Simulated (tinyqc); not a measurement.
Worked calculation: permeation of metal atoms or ions through a thin barrier or dielectric: time lag, field-aided drift and lifetime. Computed by tinyqc, a small Python program that keeps every step. Command: `OMP_NUM_THREADS=1 python tinyqc.py 3019427 3019428 out.jsonl barrier walk`. One thread of a shared host (Intel(R) Xeon(R) Processor @ 2.30GHz), about 0.01 s of CPU time with the checks. Intermediate numbers are printed to about 6 digits and carried at full precision; extremes and crossings named in words are read from the listed rows.

The film 0 < x < d is empty at first; C = C0 at x = 0 and C = 0 at x = d. dC/dt = D d2C/dx2 - v dC/dx with drift v = D z e V/(k_B T d) (uniform field, no space charge).

Inputs (values chosen for the exercise, for a model case: singly charged ions through a dielectric):

| quantity | value | unit |
|---|---|---|
| thickness d | 11 | nm |
| prefactor D0 | 3.9e-07 | cm^2/s |
| activation energy E | 0.783 | eV |
| concentration at the source side C0 | 5.5e+15 | 1/cm^3 |
| charge number z | 1 | - |
| voltage V (positive drives ions across) | 0.14 | V |
| critical dose Q_c | 5e+09 | 1/cm^2 |
| test temperature T | 250 | C |
| use temperature T_u | 85 | C |
| time in units of d^2/D, s | 0.021 | - |

Constants: k_B = 8.617333262e-05 eV/K.

## Scales

D = D0 exp(-E/(k_B T)); time scale d^2/D; Peclet number P = z V/(k_B T), k_B T in eV; 1 nm = 1e-7 cm. Temperatures in kelvin are T(C) + 273.15.

diffusivity D = 1.11690e-14 cm^2/s

time scale d^2/D = 108.335 s

Peclet number P = 3.10548

## Steady flux and time lag

Steady flux J = (D C0/d) P/(1 - exp(-P)); time lag in units of d^2/D: s_L = [P (1 + exp(-P))/(1 - exp(-P)) - 2]/P^2 (P = 0: J = D C0/d, s_L = 1/6).

flux relative to D C0/d = 3.25114

steady flux J = 1.81560e+08 1/(cm^2 s)

time lag s_L = 0.144836

time lag = 15.6909 s

Drift and diffusion both act.

## Dose at time s

Dose through the film Q(s) = C0 d {f (s - s_L) - 2 exp(P/2) sum_(n=1..200) (-1)^n n^2 pi^2 exp(-l_n s)/l_n^2}, l_n = n^2 pi^2 + P^2/4, f = P/(1 - exp(-P)) the relative flux.

Q/(C0 d) = 3.75521e-07

dose Q = 2271.90 1/cm^2

time = 2.27504 s

## Time to the critical dose

Solve Q = Q_c for s. At the use temperature D and P take T_u, with the same C0 and V; 1 year = 3.15576e7 s.

s at the critical dose = 0.397597

failure time at T = 43.0738 s

failure time at T_u = 0.00314096 years

Failure comes within a few time lags. Caution: grain boundaries, pinholes, trapping and space charge are left out; thin real barriers usually fail at defects.

## Approach to the steady line

Short-time form for P = 0: Q/(C0 d) = 4 sqrt(s) ierfc(1/(2 sqrt(s))), ierfc(y) = exp(-y^2)/sqrt(pi) - y erfc(y).

Q/(C0 d):

| s | series | steady line f (s - s_L) | series without field | short-time form, no field |
|---|---|---|---|---|
| 0.03 | 2.15501e-05 | -0.37335 | 4.84192e-06 | 4.84192e-06 |
| 0.05 | 1.16272e-03 | -0.30833 | 2.69342e-04 | 2.69342e-04 |
| 0.08 | 1.33337e-02 | -0.21079 | 3.20662e-03 | 3.20662e-03 |
| 0.12 | 5.95150e-02 | -0.08075 | 1.48873e-02 | 1.48873e-02 |
| 0.20 | 2.32331e-01 | 0.17935 | 6.14638e-02 | 6.14632e-02 |
| 0.30 | 5.19990e-01 | 0.50446 | 1.43824e-01 | 1.43786e-01 |
| 0.50 | 1.15602e+00 | 1.15469 | 3.34791e-01 | 3.33262e-01 |
| 0.80 | 2.13006e+00 | 2.13003 | 6.33409e-01 | 6.18380e-01 |
| 1.20 | 3.43049e+00 | 3.43049 | 1.03333e+00 | 9.70022e-01 |

The dose lies above the steady line at all times and, among these rows, is within 1 % of it from s = 0.5 on (the lag is s_L = 0.145); for a known P the intercept of that line gives D and its slope D C0. The field changes the dose by a factor 4.45 in the first row and 3.32 in the last; at short times the factor tends to exp(P/2) = 4.72.

Checks made by the program: series against a 300-cell finite-difference solution (relative difference 1e-04).
